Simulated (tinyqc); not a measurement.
Approach to the steady line: permeation of metal atoms or ions through a thin barrier or dielectric: time lag, field-aided drift and lifetime. Computed by tinyqc, a small Python program. Command: `OMP_NUM_THREADS=1 python tinyqc.py 3016190 3016191 out.jsonl barrier walk`. One thread of a shared host (Intel(R) Xeon(R) Processor @ 2.30GHz), about 0.01 s of CPU time with the checks.

The film 0 < x < d is empty at first; C = C0 at x = 0 and C = 0 at x = d. dC/dt = D d2C/dx2 - v dC/dx with drift v = D z e V/(k_B T d) (uniform field, no space charge).

Inputs (values chosen for the exercise, for a model case: singly charged ions through a dielectric):
```
quantity                                   value    unit
thickness d                                   20      nm
prefactor D0                             7.6e-05  cm^2/s
activation energy E                        0.859      eV
concentration at the source side C0      3.2e+15  1/cm^3
charge number z                                1       -
voltage V (positive drives ions across)      0.2       V
test temperature T                           150       C
```

Constants: k_B = 8.617333262e-05 eV/K.

Method:
- D = D0 exp(-E/(k_B T)); time scale d^2/D; Peclet number P = z V/(k_B T), k_B T in eV; 1 nm = 1e-7 cm.
- Temperatures in kelvin are T(C) + 273.15.
- Steady flux J = (D C0/d) P/(1 - exp(-P)); time lag in units of d^2/D: s_L = [P (1 + exp(-P))/(1 - exp(-P)) - 2]/P^2 (P = 0: J = D C0/d, s_L = 1/6).
- Dose through the film Q(s) = C0 d {f (s - s_L) - 2 exp(P/2) sum_(n=1..200) (-1)^n n^2 pi^2 exp(-l_n s)/l_n^2}, l_n = n^2 pi^2 + P^2/4, f = P/(1 - exp(-P)) the relative flux.
- Short-time form for P = 0: Q/(C0 d) = 4 sqrt(s) ierfc(1/(2 sqrt(s))), ierfc(y) = exp(-y^2)/sqrt(pi) - y erfc(y).

Peclet number P = 5.48482

flux relative to D C0/d = 5.50768

time lag s_L = 0.117358

Q/(C0 d):
```
s         series  steady line f (s - s_L)  series without field  short-time form, no field
0.03  6.2411e-05              -4.8114e-01            4.8419e-06                 4.8419e-06
0.05  3.1582e-03              -3.7099e-01            2.6934e-04                 2.6934e-04
0.08  3.3522e-02              -2.0576e-01            3.2066e-03                 3.2066e-03
0.12  1.3830e-01               1.4549e-02            1.4887e-02                 1.4887e-02
0.20  4.8639e-01               4.5516e-01            6.1464e-02                 6.1463e-02
0.30  1.0114e+00               1.0059e+00            1.4382e-01                 1.4379e-01
0.50  2.1076e+00               2.1075e+00            3.3479e-01                 3.3326e-01
0.80  3.7598e+00               3.7598e+00            6.3341e-01                 6.1838e-01
1.20  5.9628e+00               5.9628e+00            1.0333e+00                 9.7002e-01
```

What follows from these numbers?

The dose lies above the steady line at all times and, among these rows, is within 1 % of it from s = 0.3 on (the lag is s_L = 0.117); for a known P the intercept of that line gives D and its slope D C0. The field changes the dose by a factor 12.9 in the first row and 5.77 in the last; at short times the factor tends to exp(P/2) = 15.5.
